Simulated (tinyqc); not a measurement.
# Deep-level transient spectroscopy: the DLTS spectrum

Schottky contact on an n-type layer with shallow donors Nd (all ionised) and a donor-like deep trap, neutral when filled and positive when empty; depletion approximation. Traps within lam of the depletion edge stay filled. A long pulse to Vp fills the traps beyond x1 = Wp - lam; back at Vr those between x1 and x2 = Wr - lam emit. A rate window reads S = C(t2) - C(t1).

Emission rate en = sn vth(T) Nc(T) exp(-Et/kB T) = sn g T^2 exp(-Et/kB T), g = vth Nc/(300 K)^2, as vth goes as T^0.5 and Nc as T^1.5 (degeneracy factor 1). lam = sqrt(2 eps0 eps_r (EF - ET)/(q Nd)), EF - ET = Et - (kB T/q) ln(Nc(T)/Nd), Nc(T) = Nc (T/300 K)^1.5. In the steady state at the band bending V, 2 eps0 eps_r V/q = Nd W^2 + Nt (W - lam)^2 (the second term only if W > lam). W(t)^2 = Wr^2 + (Nt/Nd)(x2^2 - x1^2) exp(-en t), C = eps0 eps_r/W; for small Nt, dC/C = -(Nt/2 Nd) G exp(-en t) with G = (x2^2 - x1^2)/Wr^2. For an exponential transient S peaks where en = ew = ln(t2/t1)/(t2 - t1).

Values chosen for this exercise; material values close to those of gallium arsenide:
- eps_r = 12.7 (relative permittivity)
- Nc = 4.38e17 cm^-3 (conduction-band density of states at 300 K)
- vth = 4.5e7 cm/s (thermal velocity at 300 K)
- Nd = 1.3e15 cm^-3 (shallow donor density)
- Vbi = 0.75 V (built-in voltage)
- Et = 0.25 eV (depth of the trap below the conduction edge)
- sn = 2.3e-15 cm^2 (capture cross-section)
- Nt = 2.1e13 cm^-3 (trap density)
- Vr = 5 V (reverse bias)
- Vp = 0 V (reverse bias during the filling pulse)
- t1 = 1 ms (first sampling time)
- t2 = 2 ms (second sampling time)

Constants: q = 1.602176634e-19 C, kB = 1.380649e-23 J/K, eps0 = 8.8541878128e-14 F/cm where lengths are in cm. Results are converted to the units shown.

Results:
```
T (K)	en (1/s)	S (pF/cm^2)
144	18.59	0.4143
150	45.16	0.9707
156	102.8	2.036
161	195.0	3.382
172	704.6	5.869
178	1333	4.589
184	2423	1.920
189	3879	0.4826
195	6622	0.03180
201	1.097e4	4.135e-4
206	1.636e4	1.899e-6
```

Estimate the missing row, T = 167 K.

Computed row:
```
T (K)	en (1/s)	S (pF/cm^2)
167	400.9	5.164
```

With this row back in the table: S goes from 0.414 through a maximum of 5.87 (at T = 172 K among the rows listed) to 1.90e-6 pF/cm^2; en equals ew = 693 1/s at 171.9 K. Colder, the trap has hardly emitted by t2; warmer, it is empty before t1. Rows above half of the largest S span 161 to 178 K.

tinyqc, about 0.01 s, one thread, Intel Xeon 2.30GHz (shared host): `OMP_NUM_THREADS=1 python tinyqc.py 2050118 2050119 out.jsonl`
